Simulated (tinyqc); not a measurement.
# n-type polysilicon, carrier trapping at grain boundaries: what changes with what

One-dimensional grains of size Lg, uniform ionised doping N, monovalent traps Qt at each boundary at a depth Et below (for electrons) or above (for holes) the band edge there, abrupt depletion of width W on each side of a boundary, Boltzmann statistics. xi is the distance from the band edge at the grain centre to the Fermi level. Trapped charge Qt/(1 + exp((xi + VB - Et)/Vt)) = 2 N W, barrier VB = q N W^2/(2 eps0 eps_r).

Values chosen for this exercise; values of the order met in polycrystalline silicon: temperature T = 300 K; relative permittivity eps_r = 11.7; conduction-band density of states at T NB = 2.8e19 cm^-3; grain size Lg = 230 nm; trap density of a grain boundary Qt = 9e11 cm^-2; depth of the trap level from the majority band edge at the boundary Et = 0.34 eV; mass for thermionic emission ms = 0.3 m0; correction factor of the emission rate fe = 0.25; mobility inside the grains mug = 130 cm^2/(V s); doping N = 7e16 cm^-3.

Constants: q = 1.602176634e-19 C, kB = 1.380649e-23 J/K, m0 = 9.1093837015e-31 kg, Vt = kB T/q, eps0 = 8.8541878128e-14 F/cm where lengths are in cm. Results are converted to the units shown.

Each table varies one quantity; the others keep the values above.

## Effect of the doping

If the trap equation with xi = Vt ln(NB/N) has a root W < Lg/2, the grain is partly depleted; otherwise W = Lg/2 and the trap equation gives xi = Et - VB + Vt ln(Qt/(N Lg) - 1). N* = Qt/Lg. n0 = NB exp(-xi/Vt); mean density n0 (1 - 2 W/Lg) by charge balance in a partly depleted grain, and n0 (sqrt(pi)/2) erf(u)/u with u = sqrt(VB/Vt) in a fully depleted one; v = sqrt(kB T/(2 pi ms m0)); barrier resistivity Vt exp(VB/Vt)/(q fe n0 v Lg); grain resistivity (1 - 2 W/Lg)/(q n0 mug); effective mobility 1/(q mean density total resistivity). Rows with xi above 0.45 V, towards mid-gap, are left out, since the other carrier type is ignored.

Results:
```
N (cm^-3)	N/N*	depleted share 2 W/Lg	VB (V)	xi (V)	mean density (cm^-3)	resistivity (ohm cm)	effective mobility (cm^2/(V s))
2e15	0.05111	1.000	0.02045	0.3951	5.096e12	1951	627.9
8.6e15	0.2198	1.000	0.08795	0.2848	2.190e14	373.0	76.41
1.8e16	0.4600	0.9257	0.1577	0.1900	1.338e15	141.9	32.87
3.8e16	0.9711	0.6355	0.1570	0.1707	1.385e16	65.64	6.866
8e16	2.044	0.4178	0.1428	0.1514	4.657e16	18.28	7.333
1.7e17	4.344	0.2278	0.09021	0.1320	1.313e17	1.320	36.03
3.5e17	8.944	0.1117	0.04466	0.1133	3.109e17	0.2137	93.93
7.4e17	18.91	0.05287	0.02115	0.09393	7.009e17	0.07895	112.8
1.6e18	40.89	0.02446	0.009786	0.07399	1.561e18	0.03449	115.9
```

Estimate the missing row, N = 4.1e15 cm^-3.

Computed row:
```
N (cm^-3)	N/N*	depleted share 2 W/Lg	VB (V)	xi (V)	mean density (cm^-3)	resistivity (ohm cm)	effective mobility (cm^2/(V s))
4.1e15	0.1048	1.000	0.04193	0.3535	2.081e13	897.8	334.0
```

With this row back in the table: As N goes from 2e15 to 1.6e18, VB goes from 0.0205 through a maximum of 0.158 (at N = 1.8e16 among the rows listed) to 0.00979 V, the resistivity falls from 1950 to 0.0345 ohm cm and the effective mobility goes from 628 through a minimum of 6.87 (at N = 3.8e16 among the rows listed) to 116 cm^2/(V s). The steepest fall of the resistivity among the rows, as N^(-3.5), lies between N = 8e16 and 1.7e17 cm^-3; N* = 3.91e16 cm^-3. While the grain is fully depleted VB grows as N; once the traps are full it falls as 1/N. For N = 2e15, 7.4e17, 1.6e18 VB is below Vt, where abrupt depletion and thermionic emission are rough. For N = 1.8e16 the grain is near the changeover between partial and full depletion, within a few Debye lengths, where both limits are rough. For N = 2e15, 4.1e15 the effective mobility exceeds mug, since drift through the depleted part of the grain is left out.

## Effect of the trap density of a grain boundary

Same model as above.

N* = Qt/Lg.

The same in every row: xi (V) = 0.15489.

Effect of the trap density of a grain boundary:
```
Qt (cm^-2)	N/N*	depleted share 2 W/Lg	VB (V)	mean density (cm^-3)	resistivity (ohm cm)	effective mobility (cm^2/(V s))
2e11	8.0500	0.12408	0.011021	6.1315e16	0.72579	140.25
3.4e11	4.7353	0.21062	0.031757	5.5257e16	0.82023	137.71
5.7e11	2.8246	0.34655	0.085974	4.5742e16	2.7187	50.191
9.7e11	1.6598	0.46370	0.15392	3.7541e16	31.818	5.2253
1.6e12	1.0063	0.50705	0.18405	3.4507e16	101.20	1.7873
2.8e12	0.57500	0.53641	0.20598	3.2451e16	235.91	0.81527
4.7e12	0.34255	0.55742	0.22244	3.0981e16	445.51	0.45221
8e12	0.20125	0.57614	0.23762	2.9670e16	801.45	0.26248
```

What does the comparison show, and why?

As Qt goes from 2e11 to 8e12, VB rises from 0.0110 to 0.238 V, the resistivity rises from 0.726 to 801 ohm cm and the effective mobility falls from 140 to 0.262 cm^2/(V s). For Qt = 2e11 VB is below Vt, where abrupt depletion and thermionic emission are rough. For Qt = 2e11, 3.4e11 the effective mobility exceeds mug, since drift through the depleted part of the grain is left out.

Computed by the program tinyqc: `OMP_NUM_THREADS=1 python tinyqc.py 2830137 2830138 out.jsonl`, one thread of a shared Intel Xeon 2.30GHz, about 0.01 s for the whole run.
